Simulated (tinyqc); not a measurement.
Reverse leakage of an n+-p junction: diffusion, generation, trap-assisted and band-to-band tunnelling: one step of the calculation.

One-sided abrupt junction in the depletion approximation, x from the junction (0) to W on the p side, field F = F0 (1 - x/W). Flat quasi-Fermi levels, long p side. Traps generate through SRH with both lifetimes shortened by 1 + Gamma (Hurkx enhancement, form for moderate fields); band-to-band generation is local and needs a total bending above Eg.

Question. Current components. u = (Vbi + VR)(1 - x/W)^2, p = Na exp(-u/Vt), n = Nd exp((u - Vbi - VR)/Vt); G0 = ni^2 (1 - exp(-VR/Vt))/(tau (n + p + 2 ni cosh(Et/Vt))); Gamma = 2 sqrt(3 pi)(F/FG) exp((F/FG)^2); trap-assisted part G0 Gamma; G_bb = Ab F^2.5 exp(-Bb/F) with F in V/cm, zero unless Vbi + VR > Eg. 13 equal steps.

Each current is q times the trapezoid sum of its rate; J adds J_diff; J_bb under 1e-8 of the sum is given as 0.

Constants: q = 1.602176634e-19 C. Results are converted to the units shown.

```
point     x (nm)  G0 (cm^-3 s^-1)  G0 Gamma (cm^-3 s^-1)  G_bb (cm^-3 s^-1)
0        0.00000     1.2071837e13           1.7186751e14       3.8103069e14
1       10.00746     3.3036411e19           3.8026857e20       2.0042184e13
2       20.01491     6.1420241e19           5.7367333e20       6.2895099e11
3       30.02237     6.1420272e19           4.6657470e20       1.0104315e10
4       40.02982     6.1420272e19           3.7967984e20        6.6648406e7
5       50.03728     6.1420272e19           3.0840664e20        1.2971919e5
6       60.04473     6.1420272e19           2.4922714e20                 ~0
7       70.05219     6.1419963e19           1.9939524e20                 ~0
8       80.05964     6.1126173e19           1.5599996e20                 ~0
9       90.06710     2.6481948e19           5.1548417e19                 ~0
10     100.07455     5.8547884e17           8.2360857e17                 ~0
11     110.08201     2.6121267e16           2.3856157e16                 ~0
12     120.08946     4.0221232e15           1.8076916e15                 ~0
13     130.09692     2.1556100e15                      0                  0
```

J_diff = 1.9167752e-7 A/cm^2

Give: J_SRH; J_TAT; J_bb; J.

Answer.

J_SRH = 7.8530e-5 A/cm^2
J_TAT = 4.4343e-4 A/cm^2
J_bb = 3.3863e-11 A/cm^2
J = 5.2215e-4 A/cm^2

Range of the model: The n+ side is degenerate, so Vbi from Boltzmann statistics is only a guide.

Program tinyqc, `OMP_NUM_THREADS=1 python tinyqc.py 2290071 2290072 out.jsonl`; Intel Xeon 2.30GHz, shared host, one thread, about 0.01 s.

~0 in a residual or rate marks an entry under 1e-11 of the largest of its column.
